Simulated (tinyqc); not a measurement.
Avalanche multiplication and breakdown of a junction from ionisation integrals: one step, computed by the program tinyqc. Command: `OMP_NUM_THREADS=1 python tinyqc.py 3027667 3027668 out.jsonl impact walk`. One thread of a shared host (Intel(R) Xeon(R) Processor @ 2.30GHz), about 0.01 s of CPU time with the checks.

Ionisation coefficients follow the local field. Position x runs through the depletion layer from the p side (x = 0), where electrons enter, to the n side (x = w), where holes enter. The built-in voltage is neglected.

Task: Multiplication and noise. M_n = 1/(1 - I_n), M_p = M_n exp(-Phi(w)); McIntyre excess noise for the carrier with the larger M, F_x = k M + (1 - k)(2 - 1/M), with k = (smaller M - 1)/(larger M - 1).

Junction: one-sided abrupt n+p.

Every 50th point:

| x (micrometre) | F (MV/cm) | alpha_n (1/cm) | alpha_p (1/cm) | Phi | I_n up to x |
|---|---|---|---|---|---|
| 0.00000 | 0.0000000 | 0 | 0 | 0 | 0 |
| 9.42009 | 0.0149151 | 4.675068e-38 | 3.833465e-30 | -5.176792e-35 | 5.626133e-43 |
| 18.84019 | 0.0298301 | 8.809434e-16 | 6.056919e-12 | -2.641180e-16 | 3.187252e-20 |
| 28.26028 | 0.0447452 | 2.344236e-08 | 7.054590e-06 | -6.675946e-10 | 1.841445e-12 |
| 37.68037 | 0.0596602 | 1.209283e-04 | 7.613456e-03 | -1.239030e-06 | 1.654744e-08 |
| 47.10047 | 0.0745753 | 2.041945e-02 | 5.028609e-01 | -1.226652e-04 | 4.290041e-06 |
| 56.52056 | 0.0894903 | 6.238134e-01 | 8.216595e+00 | -2.744118e-03 | 1.858976e-04 |
| 65.94065 | 0.1044054 | 7.174252e+00 | 6.043586e+01 | -2.592867e-02 | 2.900844e-03 |
| 75.36074 | 0.1193205 | 4.480413e+01 | 2.699273e+02 | -1.419660e-01 | 2.485818e-02 |

Give: M_n; M_p; effective k; excess noise factor.

Result:

M_n = 1.025

M_p = 1.182

effective k = 0.1401

excess noise factor = 1.158

Injecting holes gives the larger gain and, at equal gain, the lower noise.
